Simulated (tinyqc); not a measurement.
Inside a calculation. Model: heavy doping: band filling, gap narrowing, band tails and the effective intrinsic density. Computed by tinyqc, a small Python program that keeps every step. Command: `OMP_NUM_THREADS=1 python tinyqc.py 3001654 3001655 out.jsonl gapnarrow walk`. One thread of a shared host (Intel(R) Xeon(R) Processor @ 2.30GHz), about 0.02 s of CPU time with the checks. Intermediate numbers are printed to about 5 digits and carried at full precision; extremes and crossings named in words are read from the listed rows.

An n-type crystal above its Mott density, with all dopants ionised: n = N_D - N_A, ionised centres N_I = N_D + N_A. Valleys are taken as spherical with mass m_e.

Inputs (values chosen for the exercise, modelled on CdS):
```
quantity                      value   unit
gap E_g                        2.55     eV
electron mass m_e               0.2    m_0
valleys M_c                       1      -
hole mass m_h                 0.777    m_0
dielectric constant eps        8.74      -
donor density N_D           2.9e+19  cm^-3
compensation ratio N_A/N_D      0.1      -
temperature T                   400      K
```

Conduction band: parabolic.

Constants: a_0 = 0.529177210903 angstrom; Ry = 13.605693123 eV; k_B = 8.617333262e-05 eV/K; hbar^2/(2 m_0) = 3.80998212 eV angstrom^2; e = 1.602176634e-19 C; eps_0 = 8.8541878128e-12 F/m; e^2/(4 pi eps_0) = 14.39964548 eV angstrom.

## Scales

n = N_D (1 - ratio); Ry* = Ry m_e/eps^2, a* = a_0 eps/m_e; r_s = (3/(4 pi n))^(1/3)/a*; k_F = (3 pi^2 n/M_c)^(1/3); Mott density (0.26/a*)^3.

n = 2.61e+19 cm^-3

Ry* = 35.623 meV

a* = 23.125 angstrom

r_s = 0.90436

k_F = 0.091767 1/angstrom

Mott density = 1.4213e+18 cm^-3

## Band filling

n = M_c (1/(2 pi^2)) (m_e/(hbar^2/2m_0))^(3/2) int sqrt(E) f dE, f = 1/(1 + exp((E - E_F)/k_B T)); trapezoid rule in t = sqrt(E/k_B T), step 0.02 up to 12; E_F by bisection from the band edge. At T = 0, E_F = (hbar^2/2m_0) k_F^2/m_e; dn/dE_F uses f (1 - f)/k_B T in place of f.

E_F above the band edge = 153.79 meV

E_F at T = 0 = 160.42 meV

E_F/k_B T = 4.4617

dn/dE_F = 2.3291e+20 cm^-3/eV

## Screening, narrowing and potential fluctuations

Screening: q^2 = (e/(eps eps_0)) dn/dE_F. Exchange lowers the conduction band by (1/pi) k_F e^2/(4 pi eps_0 eps) (T = 0 Hartree-Fock at k_F, taken as a rigid shift). Screening raises the valence band by (q/2) e^2/(4 pi eps_0 eps) (static Coulomb hole). The narrowing is the sum; electron correlation and carrier-ion shifts are left out. Root-mean-square potential of randomly placed ions: V_rms = (e^2/(4 pi eps_0 eps)) sqrt(2 pi N_I/q).

screening length 1/q = 14.401 angstrom

exchange term = 48.126 meV

Coulomb-hole term = 57.204 meV

gap narrowing = 105.33 meV

V_rms = 88.515 meV

V_rms is 0.58 of the larger of E_F and k_B T, so band tails matter. Caution: the screening length is well below a*, where static Thomas-Fermi screening overstates the Coulomb hole.

## What optics and devices see

Absorption edge of a direct gap, from the valence band at k_F (T = 0 value) to the Fermi level: E_g - narrowing + E_F + (hbar^2/2m_0) k_F^2/m_h, k_F = (3 pi^2 n)^(1/3); the shift is the edge less E_g. n p/n_i^2 = exp(narrowing/k_B T) x (n/N) exp(-E_F/k_B T), N being the limit of n exp(-E_F/k_B T) far below the edge (taken at E_F = -12 k_B T); apparent narrowing = k_B T ln(n p/n_i^2).

shift of the absorption edge = 89.756 meV

absorption edge = 2.6398 eV

apparent narrowing = 21.232 meV

log10(n p/n_i^2) = 0.26751

Degeneracy takes back 84.1 meV of the 105.3 meV of narrowing, and the minority density stays above its ideal value n_i^2/n.

## Filling against narrowing

The compensation ratio is held; the absorption edge is given only for E_F above 2 k_B T.

Against carrier density (energies in meV):
```
n (cm^-3)     E_F  narrowing  apparent narrowing   V_rms  shift of the absorption edge
2.60e+18    -0.73      51.30               42.23   39.24                             -
5.20e+18    32.06      65.56               47.59   48.83                             -
1.00e+19    70.58      80.68               46.72   61.28                         11.69
1.80e+19   116.36      95.39               35.92   76.46                         53.20
2.60e+19   153.36     105.22               21.42   88.38                         89.33
4.20e+19   215.66     119.06              -10.50  107.28                        153.30
6.50e+19   291.35     133.00              -57.21  128.34                        234.23
1.00e+20   390.28     148.31             -125.97  153.36                        343.08
```

Narrowing grows with exponent 0.25 between the last rows (exchange goes as n^(1/3), the Coulomb hole as n^(1/6) in a degenerate parabolic band) and E_F with 0.68 (2/3 for a parabolic band at T = 0). The apparent narrowing peaks at 47.6 meV near 5.2e18 cm^-3 and then falls, as E_F grows faster than the narrowing. In rows with E_F below 2 k_B T the T = 0 exchange term is overstated. Where V_rms is above half of E_F, band tails blur the edge by more than small net shifts. Filling outweighs narrowing at the absorption edge in every degenerate row (a net Burstein-Moss blue shift).

Checks made by the program: E_F at low temperature against the T = 0 value (relative difference 2e-04).
